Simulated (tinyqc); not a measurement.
Five-level k.p model folded onto the conduction band, step by step. Values are carried at full precision from step to step, so a last printed digit may differ when a step is redone from the rounded ones.

Second-order sums for the lowest conduction level at E: 1/m = 1 + Cm + (Ep/3)(2/E + 1/(E + Dso)) - (Ep2/3)(2/(E7 + D2 - E) + 1/(E7 - E)); g/2 = 1 + Cg - (Ep/3)(1/E - 1/(E + Dso)) - (Ep2/3)(1/(E7 - E) - 1/(E7 + D2 - E)). E is counted from the top of the valence band; E = Eg at the edge.

Constants: hbar^2/2m0 = 3.80998211 eV angstrom^2.

Values chosen for the exercise (near those of InP; the results hold for these values, not for the real material):
- Eg = 1.416 eV (gap at Gamma to the s-like level)
- Dso = 0.109 eV (spin-orbit splitting)
- Ep = 20.8 eV (Kane energy)
- E7 = 4.82 eV (upper Gamma7 conduction level, from the valence top)
- D2 = 0.07 eV (its spin-orbit splitting, Gamma8 above Gamma7)
- Ep2 = 2.2 eV (Kane energy to the upper levels)
- Cm = -2 (remote term in 1/m)
- Cg = 0 (remote term in g/2)
- k = 0.056 1/angstrom (wave vector along z)

## Mass and g factor term by term

Evaluate at E = Eg.

Terms:
```
level           part of 1/m  part of g
free + remote       -1.0000     2.0000
Gamma8 valence       9.7928    -9.7928
Gamma7 valence       4.5464     9.0929
Gamma8 upper        -0.4222     0.4222
Gamma7 upper        -0.2154    -0.4309
```

m = 0.0787 m0
g = 1.291

The valence levels give 14.34 to 1/m and the upper levels take 0.64 away. In g the two valence terms nearly cancel when Dso is small against Eg; here Dso/Eg = 0.08 and they leave -0.700, the upper pair -0.009.

## The matrix at one k

For k along z and one spin sector the level c couples to four states. With c0 = hbar^2/2m0, P = sqrt(Ep c0), P2 = sqrt(Ep2 c0): diagonal Eg + (1 + Cm) c0 k^2 for c, and 0, -Dso, E7 + D2, E7 for lh, so, G8 up, G7 up (their own dispersion is left out); couplings of c: sqrt(2/3) P k to lh, sqrt(1/3) P k to so, sqrt(2/3) P2 k to G8 up, sqrt(1/3) P2 k to G7 up (phases chosen real).

Fill in the matrix.

H (eV):
```
             c       lh        so    G8 up    G7 up
c      1.40405  0.40704   0.28782  0.13238  0.09361
lh     0.40704        0         0        0        0
so     0.28782        0  -0.10900        0        0
G8 up  0.13238        0         0  4.89000        0
G7 up  0.09361        0         0        0  4.82000
```

## Exact folding onto c

Solve E = H_cc + S(E), S(E) = sum_j H_cj^2/(E - H_jj), from E = H_cc, by plain substitution and by Newton steps on E - H_cc - S(E). The weight of c in the state is Z = 1/(1 - dS/dE). The exact level is the third eigenvalue of H from below.

Iterates (eV):
```
step  substitution   Newton
0          1.40405  1.40405
1          1.56921  1.55120
2          1.55102  1.55268
3          1.55285  1.55268
4          1.55266  1.55268
5          1.55268  1.55268
6          1.55268  1.55268
7          1.55268  1.55268
```

exact level = 1.55268 eV
Z = 0.9082

Substitution multiplies the error by about dS/dE = 1 - 1/Z = -0.101 a step, so it alternates; after 7 steps it is off by 1.8e-08 eV, while Newton is within 1e-5 eV from step 2 on.

## Loewdin series

Expanding E = H_cc + S(E) about Eg in powers of k^2, with s_n = sum_j H_cj^2/(Eg - H_jj)^n: order k^2: e2 = (1 + Cm) c0 k^2 + s1; order k^4: e4 = -s2 e2; order k^6: e6 = s3 e2^2 + s2^2 e2.

Give each order and the partial sums, counted from Eg.

s1 (eV), s2 (no unit), s3 (1/eV); (1 + Cm) c0 k^2 is H_cc - Eg: 0.16371  0.12046  0.08107

e2, e4, e6 (eV): 0.15176  -0.01828  0.00407

partial sums (eV): 0.15176  0.13348  0.13755

The exact value is 0.13668 eV; the errors of the partial sums are +15.08, -3.20 and +0.87 meV.

## Checks

- Curvature of the exact level at small k against the sum for 1/m: both 12.702.

(tinyqc, `OMP_NUM_THREADS=1 python tinyqc.py 1081119 1081120 out.jsonl`, Intel(R) Xeon(R) Processor @ 2.30GHz, 1 thread, shared host, about 0.01 s.)
